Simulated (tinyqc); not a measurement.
# On-chip power grid, static voltage drop by conjugate gradients, step by step

Computed by the program tinyqc: `OMP_NUM_THREADS=1 python tinyqc.py 2770168 2770169 out.jsonl`, one thread of a shared Intel Xeon 2.30GHz, about 0.1 s for the whole run. Printed values are rounded.

A grid of 4 rows and 4 columns, node k = 4 row + column. Neighbours in a row are joined by Rx, in a column by Ry; pad nodes, which reach the supply through Rp: 0, 12. Each node draws I0, node 1 draws kh I0. The drops u = Vdd - V solve G u = i, with G the conductance matrix (1/Rp added on the diagonal at pad nodes).

Parameters, values chosen for the exercise: supply voltage Vdd = 0.7 V; resistance of a horizontal segment Rx = 0.26 ohm; resistance of a vertical segment Ry = 1.7 ohm; resistance from a pad node to the supply Rp = 0.28 ohm; load current of an ordinary node I0 = 1.6 mA; factor on the load at the hot node kh = 5.

## Diagonal of G, loads and first direction

G_kk = sum of the conductances at node k. Start u = 0, so the residual is r = i; z = r/G_kk (Jacobi preconditioner), p = z.

G_kk (S):
```
         col 0    col 1    col 2    col 3
row 0  8.00582  8.28054  8.28054  4.43439
row 1  5.02262  8.86878  8.86878  5.02262
row 2  5.02262  8.86878  8.86878  5.02262
row 3  8.00582  8.28054  8.28054  4.43439
```

r at the start (mA):
```
       col 0  col 1  col 2  col 3
row 0    1.6      8    1.6    1.6
row 1    1.6    1.6    1.6    1.6
row 2    1.6    1.6    1.6    1.6
row 3    1.6    1.6    1.6    1.6
```

p at the start (mV):
```
          col 0     col 1     col 2     col 3
row 0  0.199855  0.966120  0.193224  0.360816
row 1  0.318559  0.180408  0.180408  0.318559
row 2  0.318559  0.180408  0.180408  0.318559
row 3  0.199855  0.193224  0.193224  0.360816
```

## Iteration 1: conjugate-gradient step

u at the start (mV):
```
       col 0  col 1  col 2  col 3
row 0      0      0      0      0
row 1      0      0      0      0
row 2      0      0      0      0
row 3      0      0      0      0
```

q = G p; with z = r/G_kk: a = (r.z)/(p.q); u(new) = u + a p; r(new) = r - a q; b = (r.z)(new)/(r.z); p(new) = z(new) + b p.

q (mA):
```
          col 0     col 1     col 2    col 3
row 0  -2.30323   6.38204  -3.60972  0.66944
row 1   0.60117  -0.99353  -0.53889  0.50649
row 2   0.60117  -0.53889  -0.53889  0.50649
row 3   0.66944  -0.01796  -0.63705  0.66944
```

a = 2.37984

u after iteration 1 (mV):
```
         col 0    col 1    col 2    col 3
row 0  0.47562  2.29921  0.45984  0.85868
row 1  0.75812  0.42934  0.42934  0.75812
row 2  0.75812  0.42934  0.42934  0.75812
row 3  0.47562  0.45984  0.45984  0.85868
```

r after iteration 1 (mA):
```
        col 0    col 1    col 2   col 3
row 0  7.0813  -7.1882  10.1906  0.0068
row 1  0.1693   3.9644   2.8825  0.3946
row 2  0.1693   2.8825   2.8825  0.3946
row 3  0.0068   1.6428   3.1161  0.0068
```

b = 2.28668

p after iteration 1 (mV):
```
         col 0    col 1    col 2    col 3
row 0  1.34153  1.34112  1.67251  0.82661
row 1  0.76215  0.85955  0.73755  0.80701
row 2  0.76215  0.73755  0.73755  0.80701
row 3  0.45786  0.64023  0.81815  0.82661
```

## Iteration 2: conjugate-gradient step

As before.

q (mA):
```
          col 0     col 1     col 2     col 3
row 0   5.13353  -0.99284   5.07797  -3.24191
row 1  -0.71542   0.63232  -1.28637   0.25564
row 2   0.27362  -0.10914  -0.31459   0.25564
row 3   0.75478  -0.04015   0.69921   0.04406
```

a = 2.67694

u after iteration 2 (mV):
```
         col 0    col 1    col 2    col 3
row 0  4.06681  5.88931  4.93704  3.07147
row 1  2.79835  2.73030  2.40371  2.91844
row 2  2.79835  2.40371  2.40371  2.91844
row 3  1.70128  2.17369  2.64999  3.07147
```

r after iteration 2 (mA):
```
          col 0     col 1     col 2     col 3
row 0  -6.66083  -4.53046  -3.40284   8.68522
row 1   2.08443   2.27177   6.32601  -0.28970
row 2  -0.56315   3.17462   3.72459  -0.28970
row 3  -2.01367   1.75022   1.24432  -0.11112
```

b = 1.16196

p after iteration 2 (mV):
```
         col 0    col 1    col 2    col 3
row 0  0.72680  1.01121  1.53244  2.91910
row 1  1.30059  1.25491  1.57029  0.88004
row 2  0.77346  1.21495  1.27697  0.88004
row 3  0.28049  0.95528  1.10093  0.93543
```

## Iteration 3: conjugate-gradient step

As before.

q (mA):
```
          col 0     col 1     col 2     col 3
row 0   1.16431  -1.05422  -3.35083   6.53274
row 1   0.82331  -1.22184   4.06263  -3.85427
row 2  -1.71813   1.58878   1.69618  -1.55925
row 3  -1.88363   1.88245   1.09317  -0.60395
```

a = 1.85494

u after iteration 3 (mV):
```
         col 0    col 1    col 2    col 3
row 0  5.41498  7.76504  7.77962  8.48622
row 1  5.21087  5.05808  5.31651  4.55086
row 2  4.23307  4.65738  4.77241  4.55086
row 3  2.22156  3.94569  4.69215  4.80664
```

r after iteration 3 (mA):
```
          col 0     col 1     col 2     col 3
row 0  -8.82056  -2.57494   2.81274  -3.43263
row 1   0.55725   4.53820  -1.20993   6.85974
row 2   2.62389   0.22753   0.57828   2.60260
row 3   1.48036  -1.74162  -0.78344   1.00918
```

b = 0.820807

p after iteration 3 (mV):
```
          col 0    col 1    col 2    col 3
row 0  -0.50521  0.51904  1.59752  1.62192
row 1   1.17848  1.54175  1.15248  2.08811
row 2   1.15728  1.02290  1.11335  1.24052
row 3   0.41514  0.57378  0.80904  0.99539
```

## Course of the conjugate-gradient iteration

Stop when |r| is below 1e-9 mA.

Course of the iteration:
```
iteration  largest u (mV)  |r| (mA)
1                 2.29921      16.1
2                 5.88931      15.3
3                 8.48622      13.9
4                 11.0612      9.99
5                 11.0875      10.4
6                 11.3414      4.69
7                 11.3879      3.05
8                 11.0389      1.90
9                 10.9506      1.78
10                10.9758      1.05
11                10.9360     0.628
12                10.9259     0.297
13                10.9377     0.206
14                10.9354    0.0732
15                10.9336    0.0315
16                10.9346   < 1e-11
```

Converged in 16 iterations for 16 unknowns; in exact arithmetic the method needs at most 16. The condition number of the scaled matrix is 67.0. Gauss-Seidel sweeps in node order need 384 to reach the same residual.

## Worst drop, pad currents and power lost

converged u (mV):
```
        col 0    col 1    col 2    col 3
row 0  5.0124   8.4972   9.6179  10.1534
row 1  9.9400  10.3545  10.7242  10.9346
row 2  9.4376   9.7844  10.1521  10.3718
row 3  3.9476   6.3576   7.8274   8.5258
```

Pad current u/Rp; worst drop as a share of Vdd; power lost in the grid and pads sum_k i_k u_k; power delivered sum_k i_k (Vdd - u_k).

worst drop = 10.9346 mV
share of Vdd = 1.56209 %
pad currents (mA): node 0 17.9015, node 12 14.0985
power lost = 0.281003 mW
power delivered = 22.1190 mW

The pad currents add up to the total load, 32.00 mA. The worst drop is at node 7, not at the hot node.
